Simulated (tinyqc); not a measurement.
# Minority carriers and saturation current of a heavily doped emitter: effect of temperature on the narrowing factor

n-type, parabolic bands, full ionisation. eta = (EF - Ec)/kB T solves N = Nc F12(eta), F12(x) = (2/sqrt(pi)) int_0^infinity sqrt(u)/(1 + exp(u - x)) du. The gap shrinks rigidly by dEg = a3 y^(1/3) + a4 y^(1/4) + a2 y^(1/2), y = N/1e18 cm^-3, an empirical law that is here taken as the true narrowing.

Nc is given at 250 K and scales as T^1.5; dEg is held. The factor nie^2/ni^2 = exp(dEg/kB T) g, g = F12(eta) exp(-eta), divides the current gain of a transistor with this emitter.

Parameters, values chosen for the exercise; band and dielectric values those of a made-up semiconductor: conduction-band density of states at 250 K Nc = 2.21e19 cm^-3; ionised donor density N = 2e19 cm^-3; coefficient of (N/1e18)^(1/3) a3 = 19.6 meV; coefficient of (N/1e18)^(1/4) a4 = 6.4 meV; coefficient of (N/1e18)^(1/2) a2 = 1.1 meV.

Constants: q = 1.602176634e-19 C, kB = 1.380649e-23 J/K, Vt = kB T/q. Results are converted to the units shown.

Result of one run:
```
eta           g  nie^2/ni^2  its logarithm
1.3371  0.51135      130.70         4.8729
```

Which temperature T gave this result: 150, 300, 350 or 400 K?

T = 150 K.

The whole series:
```
T (K)       eta        g  nie^2/ni^2  its logarithm
150      1.3371  0.51135      130.70         4.8729
200     0.67440  0.64434      41.188         3.7182
250     0.21617  0.72905      20.290         3.0101
300    -0.13223  0.78576      12.562         2.5307
350    -0.41285  0.82556      8.8828         2.1841
400    -0.64773  0.85460      6.8327         1.9217
450    -0.84972  0.87651      5.5625         1.7161
```

The factor falls from 131 to 5.56. Its slope against q/kB T is 59.7 meV between the first two rows and 63.8 meV between the last two, against dEg = 71.7 meV: degeneracy takes back part of the narrowing. The factor grows on cooling, so the current gain of such a transistor falls.

Range of the model: Band tails, non-parabolic bands and incomplete ionisation are left out.

Program tinyqc, `OMP_NUM_THREADS=1 python tinyqc.py 2330017 2330018 out.jsonl`; Intel Xeon 2.30GHz, shared host, one thread, about 0.01 s.
